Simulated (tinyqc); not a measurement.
Van der Pauw, Hall and four-point-probe measurements on a doped layer: one step of the calculation.

A uniform p-type layer with sheet resistance Rs = 1/(q ns mu), point contacts, low field (mu B small).

Task. Sheet density, mobility and bulk values. Rs = 1/z; Hall sheet density B I/(q |VH|); Hall mobility |VH|/(Rs B I); true values ns = rH times the Hall density, mu = Hall mobility/rH; bulk density ns/t, resistivity Rs t; correction factor F = Rs/[(pi/ln 2)(RA + RB)/2].

Values chosen for this exercise: Hall factor rH = 1; magnetic field B = 0.3 T; current I = 50 uA; thickness of the layer t = 1300 nm.

Constants: q = 1.602176634e-19 C. Results are converted to the units shown.

converged z = 1.2112455 mS
VH = 0.052012576 mV
RA = 75.426226 ohm
RB = 364.83863 ohm

Wanted: Rs; Hall sheet density; Hall mobility; ns; mu; bulk density; resistivity; F.

Result.

Rs = 825.6 ohm/square
Hall sheet density = 1.800e14 cm^-2
Hall mobility = 42.00 cm^2/(V s)
ns = 1.800e14 cm^-2
mu = 42.00 cm^2/(V s)
bulk density = 1.385e18 cm^-3
resistivity = 0.1073 ohm cm
F = 0.8275

Numbers from tinyqc (`OMP_NUM_THREADS=1 python tinyqc.py 2850187 2850188 out.jsonl`; about 0.01 s on one thread of a shared Intel Xeon 2.30GHz).
